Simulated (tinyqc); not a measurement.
Worked calculation: Hueckel theory of the pi electrons, for the molecule O=Cc1cccccc1=O (SMILES; centres numbered as the heavy atoms are written). Computed by tinyqc, a small Python program that keeps every step. Settings: charge = 0. Command: `OMP_NUM_THREADS=1 python tinyqc.py 20282 20283 out.jsonl` (the two numbers bound the seeds that draw the settings). One thread of a shared host (Intel(R) Xeon(R) Processor @ 2.60GHz), about 0.01 s of CPU time with the checks.

## The Hueckel matrix

Centres:

| centre | z_r, pi electrons of the neutral centre | h |
|---|---|---|
| 1O | 1 | 1.0000 |
| 2C | 1 | 0.0000 |
| 3C | 1 | 0.0000 |
| 4C | 1 | 0.0000 |
| 5C | 1 | 0.0000 |
| 6C | 1 | 0.0000 |
| 7C | 1 | 0.0000 |
| 8C | 1 | 0.0000 |
| 9C | 1 | 0.0000 |
| 10O | 1 | 1.0000 |

Bonds:

| i | j | k |
|---|---|---|
| 1 | 2 | 1.0000 |
| 2 | 3 | 1 |
| 3 | 4 | 1 |
| 4 | 5 | 1 |
| 5 | 6 | 1 |
| 6 | 7 | 1 |
| 7 | 8 | 1 |
| 8 | 9 | 1 |
| 9 | 10 | 1 |
| 9 | 3 | 1 |

H_rr = alpha + h_r beta, H_rs = k_rs beta for bonded centres.

Hueckel matrix in units of beta (H = alpha + beta A):
```
         1O      2C      3C      4C      5C      6C      7C      8C
1O   1.0000  1.0000  0.0000  0.0000  0.0000  0.0000  0.0000  0.0000
2C   1.0000  0.0000  1.0000  0.0000  0.0000  0.0000  0.0000  0.0000
3C   0.0000  1.0000  0.0000  1.0000  0.0000  0.0000  0.0000  0.0000
4C   0.0000  0.0000  1.0000  0.0000  1.0000  0.0000  0.0000  0.0000
5C   0.0000  0.0000  0.0000  1.0000  0.0000  1.0000  0.0000  0.0000
6C   0.0000  0.0000  0.0000  0.0000  1.0000  0.0000  1.0000  0.0000
7C   0.0000  0.0000  0.0000  0.0000  0.0000  1.0000  0.0000  1.0000
8C   0.0000  0.0000  0.0000  0.0000  0.0000  0.0000  1.0000  0.0000
9C   0.0000  0.0000  1.0000  0.0000  0.0000  0.0000  0.0000  1.0000
10O  0.0000  0.0000  0.0000  0.0000  0.0000  0.0000  0.0000  0.0000

         9C     10O
1O   0.0000  0.0000
2C   0.0000  0.0000
3C   1.0000  0.0000
4C   0.0000  0.0000
5C   0.0000  0.0000
6C   0.0000  0.0000
7C   0.0000  0.0000
8C   1.0000  0.0000
9C   0.0000  1.0000
10O  1.0000  1.0000
```

## Orbitals

pi electrons, sum of z_r less the charge = 10

Diagonalise; E = alpha + x beta with beta < 0, so the largest x are filled first; degenerate levels share their electrons. P = sum n_i c_ri c_si; each orbital has its largest coefficient positive (the first on a tie).

x values: 2.3166  1.7449  1.6180  1.2045  0.7458  -0.1514  -0.6180  -0.9619  -1.8180  -2.0805

occupations: 2.0000  2.0000  2.0000  2.0000  2.0000  0.0000  0.0000  0.0000  0.0000  0.0000

coefficients:
```
        MO1      MO2      MO3      MO4      MO5      MO6      MO7      MO8
1O   0.2242   0.6415   0.0000  -0.4413   0.3052  -0.3769   0.0000  -0.3107
2C   0.2952   0.4779   0.0000  -0.0903  -0.0776   0.4339   0.0000   0.6096
3C   0.4597   0.1923   0.0000   0.3326  -0.3631   0.3112   0.0000  -0.2757
4C   0.2834   0.0656   0.3035   0.4787  -0.0347  -0.3414   0.4911  -0.1067
5C   0.1968  -0.0778   0.4911   0.2441   0.3372  -0.2595  -0.3035   0.3784
6C   0.1725  -0.2014   0.4911  -0.1847   0.2862   0.3807  -0.3035  -0.2572
7C   0.2029  -0.2736   0.3035  -0.4666  -0.1238   0.2018   0.4911  -0.1309
8C   0.2975  -0.2760   0.0000  -0.3773  -0.3785  -0.4113   0.0000   0.3832
9C   0.4863  -0.2080  -0.3035   0.0121  -0.1585  -0.1396  -0.4911  -0.2377
10O  0.3693  -0.2792  -0.4911   0.0593   0.6233   0.1212   0.3035   0.1211

         MO9     MO10
1O   -0.0232   0.1058
2C    0.0653  -0.3259
3C   -0.0955   0.5722
4C    0.3001  -0.3656
5C   -0.4501   0.1885
6C    0.5182  -0.0265
7C   -0.4919  -0.1333
8C    0.3761   0.3039
9C   -0.1918  -0.4990
10O   0.0681   0.1620
```

charge and bond-order matrix P:
```
          1O       2C       3C       4C       5C       6C       7C       8C
1O    1.4994   0.7778  -0.0623  -0.2324  -0.0212   0.1567   0.0762  -0.1187
2C    0.7778   0.6593   0.4515   0.1490  -0.0546  -0.1017  -0.0382   0.0387
3C   -0.0623   0.4515   0.9813   0.6293   0.0685  -0.2495  -0.1391   0.1912
4C   -0.2324   0.1490   0.6293   0.8142   0.6097   0.1728  -0.1748  -0.2026
5C   -0.0212  -0.0546   0.0685   0.6097   0.9185   0.6845   0.1094  -0.2793
6C    0.1567  -0.1017  -0.2495   0.1728   0.6845   0.8551   0.5799   0.1366
7C    0.0762  -0.0382  -0.1391  -0.1748   0.1094   0.5799   0.8823   0.7174
8C   -0.1187   0.0387   0.1912  -0.2026  -0.2793   0.1366   0.7174   0.9004
9C   -0.1562   0.1107   0.4902   0.0866  -0.1753  -0.1418   0.1547   0.5149
10O   0.1355  -0.1562  -0.1810  -0.1119   0.1557   0.0923  -0.2052  -0.1428

          9C      10O
1O   -0.1562   0.1355
2C    0.1107  -0.1562
3C    0.4902  -0.1810
4C    0.0866  -0.1119
5C   -0.1753   0.1557
6C   -0.1418   0.0923
7C    0.1547  -0.2052
8C    0.5149  -0.1428
9C    0.7942   0.5773
10O   0.5773   1.6953
```

## Energy, charges, bond orders

E = sum n x; q_r = z_r - P_rr; bond order p = P_rs; free valence = sqrt(3) - sum of p over the bonds of the atom.

pi energy = 10 alpha + this times beta = 15.2596

pi charges: 1O -0.4994, 2C 0.3407, 3C 0.0187, 4C 0.1858, 5C 0.0815, 6C 0.1449, 7C 0.1177, 8C 0.0996, 9C 0.2058, 10O -0.6953

Bond orders and lengths from R = 1.517 - 0.180 p (angstrom, C-C alone):

| bond | p | R |
|---|---|---|
| 1-2 | 0.7778 | - |
| 2-3 | 0.4515 | 1.4357 |
| 3-4 | 0.6293 | 1.4037 |
| 4-5 | 0.6097 | 1.4072 |
| 5-6 | 0.6845 | 1.3938 |
| 6-7 | 0.5799 | 1.4126 |
| 7-8 | 0.7174 | 1.3879 |
| 8-9 | 0.5149 | 1.4243 |
| 9-10 | 0.5773 | - |
| 9-3 | 0.4902 | 1.4288 |

free valence of the carbons: 2C 0.5028, 3C 0.1611, 4C 0.4930, 5C 0.4379, 6C 0.4677, 7C 0.4347, 8C 0.4997, 9C 0.1497

gap between the highest filled and the next level = 0.8972 |beta|
